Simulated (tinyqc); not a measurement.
# Changing the preheat temperature T0

Model: millisecond and nanosecond annealing: surface heating, thermal budget and solid-phase regrowth. Computed by tinyqc, a small Python program. Command: `OMP_NUM_THREADS=1 python tinyqc.py 3007129 3007130 out.jsonl flash sweep`. One thread of a shared host (Intel(R) Xeon(R) Processor @ 2.30GHz), about 0.02 s of CPU time with the checks.

A square pulse heats the surface of a thick wafer with constant thermal properties; losses by radiation are neglected and silicon melts at 1414 C.

Inputs (values chosen for the exercise, modelled on hot silicon with phosphorus):
```
quantity                      value        unit
incident fluence              0.196      J/cm^2
pulse length t_p            2.5e-08           s
reflectance R                  0.37           -
thermal conductivity k         0.22    W/(cm K)
heat capacity per volume c     2.35  J/(cm^3 K)
dopant prefactor D0            4.72      cm^2/s
dopant activation energy E      3.7          eV
regrowth prefactor v0       3.3e+08        cm/s
regrowth energy E_v             2.7          eV
```

Source: pulsed laser.

Constants: k_B = 8.617333262e-05 eV/K.

Method:
- Absorbed flux q = (1 - R) fluence/t_p; kappa = k/c. With f(z, t) = (2 q/k) sqrt(kappa t) ierfc(z/(2 sqrt(kappa t))), ierfc(x) = exp(-x^2)/sqrt(pi) - x erfc(x): T = T0 + f(z, t) during the pulse and T0 + f(z, t) - f(z, t - t_p) after it.
- At the surface the rise at the end of the pulse is 2 q sqrt(t_p/(pi k c)); the fluence that just melts the surface scales with (1414 - T0).
- Temperatures in kelvin are T(C) + 273.15.
- Integrate exp(-E/(k_B T(t))) at the surface from 0 to 10 t_p (Gauss-Legendre, 60 points in sqrt(t) up to t_p and 60 in sqrt(t - t_p) after it). (Dt) = D0 x integral with E; regrowth = v0 x integral with E_v; effective time = integral/exp(-E/(k_B T_peak)).

One run for each value; columns: (1) preheat temperature T0 (C); (2) peak temperature (C); (3) diffusion length 2 sqrt(Dt) (nm); (4) effective time over t_p; (5) fluence at the melting threshold (J/cm^2):
```
(1)     (2)        (3)       (4)      (5)
25   1250.6  0.0015049  0.082996  0.22214
50   1275.6  0.0019196  0.085685  0.21814
75   1300.6  0.0024303  0.088417  0.21414
100  1325.6  0.0030551  0.091192  0.21014
150  1375.6  0.0047316  0.096872  0.20215
```

Describe and explain the trends.

Over the rows, peak temperature (C) rises from 1250 to 1380; diffusion length 2 sqrt(Dt) (nm) rises from 0.00150 to 0.00473; effective time over t_p rises from 0.0830 to 0.0969. At fixed fluence the rise is fixed, so the peak follows T0 one to one and the diffusion length follows it exponentially. Left out: 200, 250 (the surface melts).

Caution (all rows): cold silicon conducts heat several times better than the constant k used here, so the real melting fluence is higher. Caution (all rows): equilibrium diffusivities are used; implant damage enhances diffusion, and k and c vary with temperature. Caution (all rows): a diffusion length below the atomic spacing of 0.235 nm means about one jump per atom or fewer, so the profile does not change measurably.

Extremes, crossings and ranges named in words are read from the listed rows.
